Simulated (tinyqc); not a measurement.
# MOS inversion layer, Poisson-Schroedinger loop: effect of the temperature

Electrons confined at an insulator interface at z = 0, treated as a hard wall; parabolic valleys, Hartree approximation, no image or exchange terms. The depletion charge lies far deeper than the electrons and gives a uniform field q Nd/(eps0 eps_r); the gate balances all charge. Energies are counted from the band edge at the interface.

Schroedinger equation -(C/mz) psi'' + (V0 + U) psi = E psi, C = hbar^2/(2 m0), psi(0) = 0, on a uniform mesh of 800 nodes with a far wall at 84 nm, 8 levels a set; V0 = q Nd z/(eps0 eps_r); dU/dz = q (Ns - integral of n from 0 to z)/(eps0 eps_r), U(0) = 0; N_k = g md m0 q Vt/(pi hbar^2) ln(1 + exp((EF - E_k)/Vt)), g the number of valleys of the set, sum N_k = Ns. Triangular well: E_k = a_k (C F^2/mz)^(1/3), a_1 = 2.338107, a_2 = 4.087949, C = hbar^2/(2 m0), F in eV/nm. Fang-Howard (all electrons in the lowest level of set A): b^3 = 6 (mz1/C) q (Nd + 11 Ns/32)/(eps0 eps_r), centroid 3/b, level C b^2/(4 mz1) + (3/b) q (Nd + 11 Ns/16)/(eps0 eps_r). The centroid adds 3.9 z_av/eps_r to an oxide-equivalent thickness. Shares under 0.0001 % are printed as 0.

Values chosen for this exercise; masses and permittivity close to those of germanium (100):

| symbol | value | unit | meaning |
|---|---|---|---|
| eps_r | 15.7 |  | relative permittivity |
| mz1 | 0.121 | m0 | mass along z of valley set A (4 valley(s)) |
| md1 | 0.289 | m0 | in-plane density-of-states mass of set A |
| Ns | 9e11 | cm^-2 | sheet density of electrons |
| Nd | 3.2e11 | cm^-2 | sheet density of depletion charge |

Constants: q = 1.602176634e-19 C, kB = 1.380649e-23 J/K, hbar = 1.054571817e-34 J s, m0 = 9.1093837015e-31 kg, Vt = kB T/q, eps0 = 8.8541878128e-14 F/cm where lengths are in cm, hbar^2/(2 m0) = 0.0380998212 eV nm^2. Results are converted to the units shown.

The same in every row: Fang-Howard centroid (nm) = 5.80.

Result of one run:
```
A1 (meV)	A2 (meV)	EF (meV)	share of A1 (%)	share of A2 (%)	centroid z_av (nm)	added oxide equivalent (nm)
84.8	132	-73.4	58.0	19.8	9.04	2.24
```

Which temperature T gave this result: 50, 77, 120 or 500 K?

T = 500 K.

The whole series:
```
T (K)	A1 (meV)	A2 (meV)	EF (meV)	share of A1 (%)	share of A2 (%)	centroid z_av (nm)	added oxide equivalent (nm)
20	81.9	117	83.0	100	0	5.44	1.35
50	81.9	117	79.2	100	0.0322	5.44	1.35
77	81.9	118	74.4	99.5	0.526	5.47	1.36
120	82.1	119	64.9	96.6	3.10	5.62	1.40
200	82.7	121	42.8	87.4	9.60	6.19	1.54
300	83.5	125	8.99	75.6	15.3	7.15	1.78
400	84.2	129	-30.2	65.8	18.3	8.14	2.02
500	84.8	132	-73.4	58.0	19.8	9.04	2.24
```

As T goes from 20 to 500, A1 rises from 81.9 to 84.8 meV, the share of A1 falls from 100 to 58.0 % and the centroid rises from 5.44 to 9.04 nm. The Fang-Howard centroid is 6.7 % above the full one in the first row, where A1 holds 100 %, and 36 % below it in the last, where A1 holds 58.0 %. For T = 400, 500 the eighth level of a set still holds over 0.4 % of the electrons, so more levels and a farther wall would raise the centroid.

Program tinyqc, `OMP_NUM_THREADS=1 python tinyqc.py 2160056 2160057 out.jsonl`; Intel Xeon 2.30GHz, shared host, one thread, about 0.5 s.
